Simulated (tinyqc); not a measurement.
Inside a calculation. Model: low-temperature mobility of a two-dimensional electron gas with static screening. Computed by tinyqc, a small Python program that keeps every step. Command: `OMP_NUM_THREADS=1 python tinyqc.py 3020036 3020037 out.jsonl twodeg walk`. One thread of a shared host (Intel(R) Xeon(R) Processor @ 2.30GHz), about 0.01 s of CPU time with the checks. Intermediate numbers are printed to about 5 digits and carried at full precision; extremes and crossings named in words are read from the listed rows.

One subband is filled, the gas is degenerate and scatters at the Fermi circle; one permittivity serves on both sides of the interface. All formulas are in SI units, masses times m_0. Piezoelectric and polar phonons are left out, and n_s is taken as set by a gate, independent of N_i.

Inputs (values chosen for the exercise, modelled on a silicon inversion layer):
```
quantity                                        value    unit
in-plane mass m                                 0.191     m_0
mass across the layer m_z                        0.94     m_0
permittivity eps                                 11.7       -
valley degeneracy g_v                               2       -
sheet density n_s                             9.3e+11  1/cm^2
depletion charge N_d                          2.4e+10  1/cm^2
roughness height Delta                           0.79      nm
correlation length Lambda                         1.1      nm
remote charge density N_i                     1.2e+11  1/cm^2
distance d of the charges from the interface      2.4      nm
density rho                                      2329  kg/m^3
sound velocity v_l                               9140     m/s
deformation potential D_A                          13      eV
temperature T                                      10       K
```

Wave function: Fang-Howard. Roughness spectrum: Gaussian.

Constants: m_0 = 9.1093837015e-31 kg; e = 1.602176634e-19 C; eps_0 = 8.8541878128e-12 F/m; hbar = 1.054571817e-34 J s; k_B = 1.380649e-23 J/K.

## Fermi circle, screening and layer thickness

k_F = sqrt(2 pi n_s/g_v); E_F = hbar^2 k_F^2/(2 m); q_TF = g_v m e^2/(2 pi eps eps_0 hbar^2); Fang-Howard parameter b = [12 m_z e^2 (N_d + 11 n_s/32)/(eps eps_0 hbar^2)]^(1/3), mean depth 3/b; effective field F = e (N_d + n_s/2)/(eps eps_0).

k_F = 0.17093 1/nm

E_F = 5.8280 meV

q_TF = 1.2340 1/nm

b = 0.92321 1/nm

mean depth = 3.2495 nm

effective field F = 0.075628 MV/cm

q_TF/(2 k_F) = 3.61: screening is strong for back-scattering.

## The integrands at a few angles

Form factors with u = q/b: screening G(q) = [1 + 9u/8 + 3u^2/8]/(1 + u)^3, remote charge P(q) = exp(-q d)/(1 + u)^3. Dielectric function eps(q) = 1 + q_TF G(q)/q, with q = 2 k_F sin(theta/2). Roughness: <|U|^2> = (e F)^2 S(q), S = pi Delta^2 Lambda^2 exp(-q^2 Lambda^2/4). Remote charges: <|U|^2> = N_i [e^2 P(q)/(2 eps eps_0 q)]^2. The last two columns are (m/(pi hbar^3)) <|U|^2>/eps(q)^2.

Integrands (1e9/(s rad)):
```
theta (degrees)  q (1/nm)        G  eps(q)   roughness  remote charges
5                 0.01491  0.97048  81.309  2.4878e-02          500.34
15                0.04462  0.91592  26.329  2.3713e-01          383.23
30                0.08848  0.84445  12.777  1.0051e+00          257.01
60                0.17093  0.73358   6.296  4.1131e+00          119.33
90                0.24173  0.65713   4.355  8.5225e+00           60.95
135               0.31584  0.59101   3.309  1.4575e+01           29.92
180               0.34186  0.57054   3.059  1.6963e+01           23.28
```

## Interface roughness

1/tau_t = (m/(pi hbar^3)) int_0^pi (1 - cos theta) <|U|^2>/eps(q)^2 dtheta; the quantum rate 1/tau_q drops the factor (1 - cos theta); 200 Gauss-Legendre points in s with theta = pi s^2, s from 0 to 1; mu = e tau_t/m.

tau_t, roughness = 24.943 ps

tau_q, roughness = 37.565 ps

roughness mobility = 2.2968e+05 cm^2/(V s)

tau_t/tau_q, roughness = 0.66398

k_F Lambda = 0.19: the roughness is short against the Fermi wavelength and scatters through large angles.

## Remote charges

The formulas are those given above.

tau_t, charges = 6.7791 ps

tau_q, charges = 2.5151 ps

remote-charge mobility = 62425 cm^2/(V s)

tau_t/tau_q, charges = 2.6953

With D = d + 3/b = 5.65 nm, k_F D = 0.97 and q_TF D = 6.97. When both are large, only small angles survive the factor exp(-2 q D) and tau_t/tau_q tends to (2 k_F D)^2, here 3.73; that limit is not reached.

## Acoustic phonons

Unscreened deformation potential in equipartition: 1/tau = m D_A^2 k_B T I/(rho v_l^2 hbar^3), I = int |psi|^4 dz = 3 b/16 for the Fang-Howard function (used for both wave-function options); mu = e tau/m. Bloch-Grueneisen temperature T_BG = 2 hbar v_l k_F/k_B.

acoustic mobility = 1.1648e+05 cm^2/(V s)

T_BG = 23.866 K

Caution: T is below the Bloch-Grueneisen temperature T_BG, so equipartition fails: the acoustic mobility is only a lower bound and the acoustic share of 1/mu is overstated.

## All together

At the Fermi circle the rates add, so 1/mu is the sum; sheet resistance 1/(n_s e mu); mean free path hbar k_F mu/e; the quantum time adds the rates 1/tau_q, with the isotropic acoustic rate e/(m mu).

Mobilities:
```
process           mu (cm^2/(V s))  share of 1/mu (%)
roughness              2.2968e+05             15.035
remote charges              62425             55.319
acoustic phonons       1.1648e+05             29.646
```

mobility mu = 34533 cm^2/(V s)

sheet resistance = 194.35 ohm

mean free path = 388.52 nm

Dingle ratio tau_t/tau_q = 1.8873

The largest single share of 1/mu (55 %) belongs to remote charges: they are many or near enough that screening leaves their potential the strongest. The Dingle ratio of 1.89 marks mostly large-angle scattering.

Checks made by the program: angular integral against adaptive quadrature (relative difference below 1e-10).
